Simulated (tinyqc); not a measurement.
All approximations against the coupling: Froehlich polaron in a polar crystal. Computed by tinyqc, a small Python program. Command: `OMP_NUM_THREADS=1 python tinyqc.py 3027174 3027175 out.jsonl frohlich walk`. One thread of a shared host (Intel(R) Xeon(R) Processor @ 2.30GHz), about 0.06 s of CPU time with the checks.

One electron in a parabolic band of mass m*, coupled to dispersionless LO phonons in the continuum model. Energies are in units of hbar omega unless marked, wave numbers in k_0 = sqrt(2 m* omega/hbar).

Inputs (values chosen for the exercise, for a model crystal):
```
quantity                           value  unit
band mass m*                      0.0529   m_0
LO phonon energy hbar omega         40.4   meV
eps_inf                             5.48     -
static dielectric constant eps_s    17.3     -
electron wave number k/k_0          0.81     -
```

Constants: hbar^2/(2 m_0) = 3.80998212 eV angstrom^2; e^2/(4 pi eps_0) = 14.39964548 eV angstrom.

Method:
- 1/eps* = 1/eps_inf - 1/eps_s; k_0 = sqrt(2 m* omega/hbar) = sqrt(m* hbar omega / (hbar^2/(2 m_0))) with m* in m_0; alpha = (e^2/(4 pi eps_0)) k_0/(2 eps* hbar omega); polaron length 1/k_0.
- Feynman's bound: E(v, w) = 3 (v - w)^2/(4 v) - (alpha v/sqrt(pi)) int_0^infinity e^-u D(u)^(-1/2) du, D = w^2 u + ((v^2 - w^2)/v)(1 - e^(-v u)); integrals by 80 Gauss-Legendre points in s from 0 to 1 with u = 40 s^2.
- Minimise over v > w > 0 (simplex search); mass m_p/m* = 1 + (alpha v^3/(3 sqrt(pi))) int u^2 e^-u D^(-3/2) du.
- Other columns: second order -alpha; Landau-Pekar Gaussian -alpha^2/(3 pi); Lee-Low-Pines mass 1 + alpha/6. The polaron energy in meV uses the given hbar omega.

coupling constant alpha = 0.526245

Energies (hbar omega) and masses (m*):
```
alpha  second order    Gaussian   Feynman  Feynman (meV)  mass, LLP  mass, Feynman     v     w
0.13          -0.13  -0.0017931  -0.13021        -5.2605     1.0217          1.022  3.01  2.98
0.26          -0.26  -0.0071726  -0.26085        -10.538     1.0433          1.045  3.03  2.97
0.53          -0.53   -0.029804  -0.53357        -21.556     1.0883          1.096  3.06  2.93
0.84          -0.84   -0.074866  -0.84911        -34.304       1.14           1.16  3.09  2.89
3.8            -3.8     -1.5321   -4.0276        -162.72     1.6333          2.408  3.61  2.41
6.8            -6.8     -4.9062   -7.8193        -315.90     2.1333          12.28  5.53  1.65
9.8            -9.8     -10.190   -13.072        -528.12     2.6333          100.4  11.9  1.22
13              -13     -17.931   -20.791        -839.94     3.1667          412.8  22.2  1.11
```

What does the comparison show, and why?

All three energies are upper bounds (-alpha through the Lee-Low-Pines state), and the Feynman value is the lowest in every row. It lies within 5 % of -alpha up to alpha = 0.84; at alpha = 13 it is 1.16 times the Gaussian value, whose alpha^2 law it approaches with a constant shift of about -3 ln 2 - 3/4 = -2.83 (here -2.86). The mass stays within 10 % of 1 + alpha/6 up to alpha = 0.84 and reaches 413 m* in the last row; w falls from 2.98 towards 1 while v grows to 22.2.

Extremes, crossings and ranges named in words are read from the listed rows.
